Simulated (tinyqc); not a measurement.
Inside a calculation. Model: space-charge-limited current through a thin insulating or semi-insulating film with traps. Computed by tinyqc, a small Python program that keeps every step. Command: `OMP_NUM_THREADS=1 python tinyqc.py 3030182 3030183 out.jsonl sclc walk`. One thread of a shared host (Intel(R) Xeon(R) Processor @ 2.30GHz), about 0.01 s of CPU time with the checks. Intermediate numbers are printed to about 6 digits and carried at full precision; extremes and crossings named in words are read from the listed rows.

One ohmic injecting contact at x = 0 (field zero), drift only, non-degenerate free carriers.

Inputs (values chosen for the exercise, modelled on Si3N4):
```
quantity                                            value        unit
permittivity eps                                      7.5           -
band mobility mu                                    0.068  cm^2/(V s)
effective density of states N_c                   9.6e+19      1/cm^3
trap density N_t                                  1.9e+18      1/cm^3
equilibrium Fermi level below the band edge, E_0     0.87          eV
thickness d                                            50          nm
free density at the anode, in units of N_c        3.1e-08           -
temperature T                                         300           K
characteristic temperature T_c                       1200           K
```

Traps: exponential tail.

Constants: k_B = 8.617333262e-05 eV/K; e = 1.602176634e-19 C; eps_0 = 8.8541878128e-12 F/m.

## Equilibrium and landmark voltages

Free density n_0 = N_c exp(-E_0/k_B T) in equilibrium; trapped density n_t(n) = N_t (n/N_c)^(T/T_c) (the low-temperature form). theta = n/(n + n_t) at the anode density; trap-filled-limit voltage V_TFL = e (N_t - n_t(n_0)) d^2/(2 eps eps_0).

n_0 = 232763 1/cm^3

n_t(n_0) = 4.21613e+14 1/cm^3

theta = 1.18029e-04

V_TFL = 5.72885 V

## One point of the curve

J = e mu n F and (eps eps_0/e) dF/dx = n - n_0 + n_t(n) - n_t(n_0) = rho(n). With F = J/(e mu n): d = (eps eps_0 J/(e^2 mu)) I_1 and V = (eps eps_0 J^2/(e^3 mu^2)) I_2, I_k = int_(n_L)^infinity dn/(n^(k+1) rho(n)), n_L the density at the anode; with u = n_L/n, 200 Gauss-Legendre points in t, u = 1 - (1 - t)^2. Anode field J/(e mu n_L); Mott-Gurney current (9/8) eps eps_0 mu V^2/d^3; ohmic current e n_0 mu V/d.

I_1 = 1.08102e-29 cm^6

I_2 = 2.02054e-42 cm^9

current density J = 0.00121579 A/cm^2

voltage V = 0.104290 V

anode field over mean field V/d = 1.79776

trap-free Mott-Gurney current = 4.42026 A/cm^2

ohmic current = 5.28940e-11 A/cm^2

J is 2.75e-4 times the trap-free law and 2.30e7 times the ohmic current; theta is 1.18e-4. The field ratio is 1 for ohmic flow, 3/2 for the square law and 2 for a uniform fixed charge; here 1.80. Caution: V is below 10 k_B T/e, where diffusion from the contact, left out here, dominates.

## The whole curve

The last column is d ln J/d ln V up to the next row.

Current against voltage:
```
n_L (1/cm^3)        V (V)   J (A/cm^2)    slope
2.40e+05      1.76957e-04  1.14209e-13  2.25431
4.20e+06      2.25121e-03  3.52937e-11  3.91061
7.20e+07      6.03874e-03  1.67306e-09  4.47691
1.20e+09      1.36043e-02  6.34831e-08  4.74495
2.10e+10      2.92503e-02  2.39955e-06  4.87554
3.70e+11      6.13567e-02  8.88676e-05  4.93572
6.40e+12      1.26619e-01  3.17475e-03  4.93959
1.10e+14      2.60575e-01  1.12185e-01  4.76457
1.90e+15      5.53989e-01  4.08002e+00  3.95810
3.20e+16      1.41785e+00  1.68299e+02  2.72301
5.60e+17      7.12482e+00  1.36552e+04  2.14293
9.60e+18      8.27805e+01  2.61730e+06        -
```

The slope starts at 2.25, peaks at 4.9 between 0.127 and 0.261 V and ends at 2.14. Rows below 0.26 V (10 k_B T/e) are formal, since diffusion from the contact rules there. Self-heating is left out, although J V exceeds 1e5 W/cm^2 at the last row. Rows above 15.0 V are formal, since the mean field exceeds 3 MV/cm and breakdown sets in. An exponential tail gives the power law T_c/T + 1 = 5.00, which the middle rows approach.

Checks made by the program: trap-free limit against the Mott-Gurney law (relative difference 5e-08).
